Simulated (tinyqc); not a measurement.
BCS gap equation with a constant attraction inside the Debye window: one step, computed by the program tinyqc.

Pairs attract with strength V for |xi| < k_B Theta; N(0) is the density of states for one spin. Energies are given as temperatures (E/k_B, in K) unless marked.

Question. A tunnel junction of this metal. Ambegaokar-Baratoff: I_c R_n = (pi Delta/(2e)) tanh(Delta/2T); Josephson energy E_J = hbar I_c/(2e), given as E_J/h; inductance hbar/(2 e I_c); thermal quasiparticle fraction x = n_qp/(2 N(0) Delta) = sqrt(2 pi T/Delta) exp(-Delta/T), valid for T well below Delta.

Inputs (values chosen for the exercise, for a model metal): Debye temperature Theta = 426 K; temperature T = 17.3 K; junction resistance R_n = 0.14 kilo-ohm.

Solver: secant.

Delta(T) = 62.49508 K

Constants: k_B = 8.617333262e-05 eV/K; hbar = 1.054571817e-34 J s; e = 1.602176634e-19 C; h = 6.62607015e-34 J s.

Give: I_c R_n; critical current I_c; E_J/h; Josephson inductance; quasiparticle fraction x.

Answer.

I_c R_n = 8015 microvolt

critical current I_c = 57249 nA

E_J/h = 28434 GHz

Josephson inductance = 0.005749 nH

quasiparticle fraction x = 0.03559
